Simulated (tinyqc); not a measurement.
Inside a calculation. Model: order-disorder in a binary alloy on two sublattices: Bragg-Williams and pair (quasi-chemical) approximations. Computed by tinyqc, a small Python program that keeps every step. Command: `OMP_NUM_THREADS=1 python tinyqc.py 3018369 3018370 out.jsonl order walk`. One thread of a shared host (Intel(R) Xeon(R) Processor @ 2.30GHz), about 0.01 s of CPU time with the checks. Intermediate numbers are printed to about 6 digits and carried at full precision; extremes and crossings named in words are read from the listed rows.

All z = 6 neighbours of a site lie on the other sublattice. B fills the sublattices with x + eta/2 and x - eta/2; energies are per site, from the pure components: u = -z w y with y the probability of an A-B bond taken in one order.

Inputs (values chosen for the exercise, for a model alloy): ordering energy w = (e_AA + e_BB)/2 - e_AB = 17.1 meV; fraction x of B = 0.48; temperature T = 574 K.

Lattice: simple cubic (z = 6). Method: plain iteration, 40 steps.

Constants: k_B = 8.617333262e-05 eV/K.

## Critical temperatures

Bragg-Williams: k_B T_c = 2 z w x (1 - x). Pair approximation at x = 1/2: k_B T_c = w/ln(z/(z - 2)).

T_c, Bragg-Williams = 594.359 K

T_c, pair approximation at x = 1/2 = 489.407 K

At x = 1/2 the pair value is 0.822 of the Bragg-Williams one; the ratio tends to 1 as z grows.

## Long-range order, Bragg-Williams

Bragg-Williams: u = -z w [x (1 - x) + eta^2/4]; minimising f gives ln[a (1 - b)/(b (1 - a))] = 2 z w eta/(k_B T) =: ln Q, a = x + eta/2, b = x - eta/2. For given Q this is a quadratic for eta, (Q - 1) eta^2/4 - (Q + 1) eta/2 + (Q - 1) x (1 - x) = 0, smaller root: the map eta -> phi(eta). Plain iteration eta = phi(eta), 40 steps at most; start at 0.999 times 2x; stop when |phi - eta| < 1e-10.

Iteration:
```
step       eta  phi(eta)     phi - eta
1     0.959040  0.756482  -2.02558e-01
2     0.756482  0.653488  -1.02995e-01
3     0.653488  0.588609  -6.48790e-02
4     0.588609  0.543216  -4.53928e-02
5     0.543216  0.509381  -3.38353e-02
6     0.509381  0.483064  -2.63162e-02
7     0.483064  0.461961  -2.11034e-02
...        ...       ...           ...
34    0.329128  0.328091  -1.03709e-03
35    0.328091  0.327133  -9.57599e-04
36    0.327133  0.326248  -8.84807e-04
37    0.326248  0.325430  -8.18063e-04
38    0.325430  0.324673  -7.56792e-04
39    0.324673  0.323973  -7.00484e-04
40    0.323973  0.323324  -6.48685e-04
```

order parameter eta = 0.323324

last residual = 6.48685e-04

Not converged: the residual falls by a factor of only 0.926 a step, because the slope of phi nears 1 as T nears T_c (T/T_c = 0.966). The error left is at least about residual/(1 - factor) = 0.0088.

Reruns converge with method = Newton steps; or with method = plain iteration, 400 steps.
